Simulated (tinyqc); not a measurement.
Ranking of structures: pair-potential crystal by lattice sums. Computed by tinyqc, a small Python program. Command: `OMP_NUM_THREADS=1 python tinyqc.py 3031237 3031238 out.jsonl pairsum walk`. One thread of a shared host (Intel(R) Xeon(R) Processor @ 2.30GHz), about 0.02 s of CPU time with the checks.

Energy per atom E = (1/2) sum over neighbours of phi(r); d is the nearest-neighbour distance.

Inputs (values chosen for the exercise, for model atoms):
```
quantity                value      unit
well depth eps         0.0217        eV
pair minimum r0          3.09  angstrom
cut-off r_c/r0           2.37         -
repulsive exponent n       16         -
attractive exponent m       6         -
```

Potential: Mie n-m. Structure: fcc.

Constants: 1 eV/angstrom^3 = 160.2176634 GPa.

Method:
- phi0(r) = eps [m (r0/r)^n - n (r0/r)^m]/(n - m); shifted-force cut-off: phi(r) = phi0(r) - phi0(r_c) - (r - r_c) phi0'(r_c) for r < r_c, zero beyond.
- Shells (distance in units of d, count): fcc 1.0000 (12), 1.4142 (6), 1.7321 (24), 2.0000 (12), 2.2361 (24), 2.4495 (8), 2.6458 (48), 2.8284 (6), 3.0000 (36), 3.1623 (24); hcp 1.0000 (12), 1.4142 (6), 1.6330 (2), 1.7321 (18), 1.9149 (12), 2.0000 (6), 2.2361 (12), 2.3805 (12), 2.4495 (6), 2.5166 (6), 2.5820 (12), 2.6458 (24), 2.7080 (6), 2.8868 (12), 3.0000 (12), 3.1091 (24), 3.1623 (12); bcc 1.0000 (8), 1.1547 (6), 1.6330 (12), 1.9149 (24), 2.0000 (8), 2.3094 (6), 2.5166 (24), 2.5820 (24), 2.8284 (24), 3.0000 (32); sc 1.0000 (6), 1.4142 (12), 1.7321 (8), 2.0000 (6), 2.2361 (24), 2.4495 (24), 2.8284 (12), 3.0000 (30), 3.1623 (24); diamond 1.0000 (4), 1.6330 (12), 1.9149 (12), 2.3094 (6), 2.5166 (12), 2.8284 (24), 3.0000 (16). Volumes per atom in d^3: fcc 0.70711, hcp 0.70711, bcc 0.76980, sc 1.00000, diamond 1.53960; hcp has the ideal c/a. Every shell inside the cut-off is summed.
- Equilibrium: dE/dd = 0 at the lowest minimum with d between 0.78 r0 and 1.45 r0; B = d^2 E''(d)/(9 Omega).

Each structure at its own equilibrium:
```
structure  neighbours  d (angstrom)  E (eV/atom)  volume (angstrom^3)  B (GPa)
fcc                12        3.0497     -0.14742               20.056   13.507
hcp                12        3.0499     -0.14747               20.061   13.480
bcc                 8        2.9991     -0.13770               20.765   12.235
sc                  6        3.0094     -0.09067               27.253    6.170
diamond             4        3.0353     -0.05170               43.052    2.253
```

What follows from these numbers?

The order is hcp < fcc < bcc < sc < diamond; hcp lies 0.048 meV below fcc. fcc (-0.147419 eV) and hcp (-0.147467 eV) share two shells and differ from the third on. Pair forces reward the number of bonds: diamond reaches only 35 % of the best binding. Caution: each structure is relaxed in d alone and may be unstable against shear; the tiny fcc-hcp difference depends on the cut-off.

Extremes, crossings and ranges named in words are read from the listed rows.
